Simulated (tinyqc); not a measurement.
From one set of inputs to another, one input at a time: surface photovoltage measurement of the minority-carrier diffusion length in a wafer. Computed by tinyqc, a small Python program. Command: `OMP_NUM_THREADS=1 python tinyqc.py 3130069 3130070 out.jsonl spv ladder`. One thread of a shared host (Intel(R) Xeon(R) Processor @ 2.30GHz), about 0.02 s of CPU time with the checks.

Low injection, steady light, a depletion layer much thinner than 1/alpha and L. The excess density dn is taken at the front edge of the neutral region; light that reaches the back is lost.

The inputs printed are set A. Inputs not listed in the table keep their values of set A, so the rows need not describe a real material.

Inputs (values chosen for the exercise, modelled on p-type silicon at room temperature): diffusion length L = 71 micrometre; wafer thickness W = 725 micrometre; diffusivity D = 33.3 cm^2/s; front recombination velocity S_f = 1700 cm/s; back recombination velocity S_b = 100 cm/s; photon flux entering = 8.5e+11 1/(cm^2 s); minority density at the surface barrier scale n_0 = 3e+10 1/cm^3; temperature T = 298 K; wavelength = 962 nm; relative noise of each reading = 0.5 %.

normal deviates g for the noise: [-1.00, 0.20, -0.84, 0.42, -0.22, 0.10, 0.58]

Constants: k_B = 8.617333262e-05 eV/K.

Method:
- alpha = (84.732/lambda - 76.417)^2 per cm with lambda in micrometre (an empirical fit for silicon between 0.7 and 1.05 micrometre).
- Thick wafer: dn = Phi L/((S_f + D/L)(L + 1/alpha)). Finite wafer, with s = S_b L/D, w = W/L, a = alpha L: dn = [Phi a/(a^2 - 1)] [a - B - exp(-alpha W)(a - s)/(cosh w + s sinh w)]/(S_f + B D/L), B = (sinh w + s cosh w)/(cosh w + s sinh w).
- Photovoltage V = (k_B T/e) ln(1 + dn/n_0). Lifetime = L^2/D.
- Readings y = (Phi/dn) (1 + noise x g) at 780, 830, 880, 920, 950, 975 and 995 nm; a least-squares line y = c (1/alpha + L_app) gives L_app = intercept/slope.

Each row keeps all changes above it:
```
input moved                                 from       to  dn, finite wafer (1/cm^3)  apparent length L_app (micrometre)  photovoltage V (mV)
set A                                          -        -                 6.5345e+07                               70.27             0.055874
diffusivity D (cm^2/s)                      33.3     29.8                 7.0808e+07                               70.27             0.060539
photon flux entering (1/(cm^2 s))        8.5e+11  6.1e+11                 5.0815e+07                               70.27             0.043460
diffusion length L (micrometre)               71      130                 9.7599e+07                              128.47             0.083408
front recombination velocity S_f (cm/s)     1700    37000                 9.9165e+06                              128.47             0.008487
wafer thickness W (micrometre)               725      525                 9.9232e+06                              128.96             0.008493
wavelength (nm)                              962      910                 1.2170e+07                              128.96             0.010415
back recombination velocity S_b (cm/s)       100   220000                 1.2164e+07                              127.69             0.010410
```

Where does the difference come from?

dn, finite wafer goes from 6.53e7 to 1.22e7, a factor 0.186 in all. The largest single move comes from front recombination velocity S_f (a factor 0.102), and diffusion length L works against it (a factor 1.92). Apparent length L_app goes from 70.3 to 128, a factor 1.82 in all. The largest single move comes from diffusion length L (a factor 1.83). Photovoltage V goes from 0.0559 to 0.0104, a factor 0.186 in all. The largest single move comes from front recombination velocity S_f (a factor 0.102), and diffusion length L works against it (a factor 1.92). The single moves hold for this order of the switches; the total does not depend on the order.

Extremes, crossings and ranges named in words are read from the listed rows.
